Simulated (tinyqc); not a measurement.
Hueckel theory of the pi electrons, for the molecule C=C1C=CC=CC=C1 (SMILES; centres numbered as the heavy atoms are written), step by step. One step of it, computed by the program tinyqc.

Question. Orbitals. Diagonalise; E = alpha + x beta with beta < 0, so the largest x are filled first; degenerate levels share their electrons. P = sum n_i c_ri c_si; each orbital has its largest coefficient positive (the first on a tie).

Hueckel matrix in units of beta (H = alpha + beta A), order 1C, 2C, 3C, 4C, 5C, 6C, 7C, 8C:
$$\begin{pmatrix}
0.000000 & 1.000000 & 0.000000 & 0.000000 & 0.000000 & 0.000000 & 0.000000 & 0.000000 \\
1.000000 & 0.000000 & 1.000000 & 0.000000 & 0.000000 & 0.000000 & 0.000000 & 1.000000 \\
0.000000 & 1.000000 & 0.000000 & 1.000000 & 0.000000 & 0.000000 & 0.000000 & 0.000000 \\
0.000000 & 0.000000 & 1.000000 & 0.000000 & 1.000000 & 0.000000 & 0.000000 & 0.000000 \\
0.000000 & 0.000000 & 0.000000 & 1.000000 & 0.000000 & 1.000000 & 0.000000 & 0.000000 \\
0.000000 & 0.000000 & 0.000000 & 0.000000 & 1.000000 & 0.000000 & 1.000000 & 0.000000 \\
0.000000 & 0.000000 & 0.000000 & 0.000000 & 0.000000 & 1.000000 & 0.000000 & 1.000000 \\
0.000000 & 1.000000 & 0.000000 & 0.000000 & 0.000000 & 0.000000 & 1.000000 & 0.000000
\end{pmatrix}$$

pi electrons, sum of z_r less the charge = 8

Give: x values; occupations; coefficients; charge and bond-order matrix P.

Answer.

x values: [2.0912, 1.4427, 1.2470, 0.2163, -0.4450, -0.7764, -1.8019, -1.9738]

occupations: [2.0000, 2.0000, 2.0000, 2.0000, 0.0000, 0.0000, 0.0000, 0.0000]

coefficients, order 1C, 2C, 3C, 4C, 5C, 6C, 7C, 8C:
$$\begin{pmatrix}
0.2316 & -0.3329 & 0.0000 & 0.7006 & 0.0000 & 0.5024 & 0.0000 & -0.3039 \\
0.4843 & -0.4803 & 0.0000 & 0.1515 & 0.0000 & -0.3900 & 0.0000 & 0.5998 \\
0.3906 & -0.1800 & 0.4179 & -0.3339 & 0.5211 & -0.0998 & 0.2319 & -0.4400 \\
0.3325 & 0.2206 & 0.5211 & -0.2238 & -0.2319 & 0.4675 & -0.4179 & 0.2687 \\
0.3047 & 0.4982 & 0.2319 & 0.2855 & -0.4179 & -0.2632 & 0.5211 & -0.0904 \\
0.3047 & 0.4982 & -0.2319 & 0.2855 & 0.4179 & -0.2632 & -0.5211 & -0.0904 \\
0.3325 & 0.2206 & -0.5211 & -0.2238 & 0.2319 & 0.4675 & 0.4179 & 0.2687 \\
0.3906 & -0.1800 & -0.4179 & -0.3339 & -0.5211 & -0.0998 & -0.2319 & -0.4400
\end{pmatrix}$$

charge and bond-order matrix P, order 1C, 2C, 3C, 4C, 5C, 6C, 7C, 8C:
$$\begin{pmatrix}
1.3106 & 0.7564 & -0.1672 & -0.3064 & 0.2095 & 0.2095 & -0.3064 & -0.1672 \\
0.7564 & 0.9763 & 0.4500 & 0.0423 & -0.0969 & -0.0969 & 0.0423 & 0.4500 \\
-0.1672 & 0.4500 & 0.9422 & 0.7653 & 0.0618 & -0.3259 & -0.1058 & 0.2436 \\
-0.3064 & 0.0423 & 0.7653 & 0.9617 & 0.5363 & 0.0529 & -0.1246 & -0.1058 \\
0.2095 & -0.0969 & 0.0618 & 0.5363 & 0.9527 & 0.7376 & 0.0529 & -0.3259 \\
0.2095 & -0.0969 & -0.3259 & 0.0529 & 0.7376 & 0.9527 & 0.5363 & 0.0618 \\
-0.3064 & 0.0423 & -0.1058 & -0.1246 & 0.0529 & 0.5363 & 0.9617 & 0.7653 \\
-0.1672 & 0.4500 & 0.2436 & -0.1058 & -0.3259 & 0.0618 & 0.7653 & 0.9422
\end{pmatrix}$$
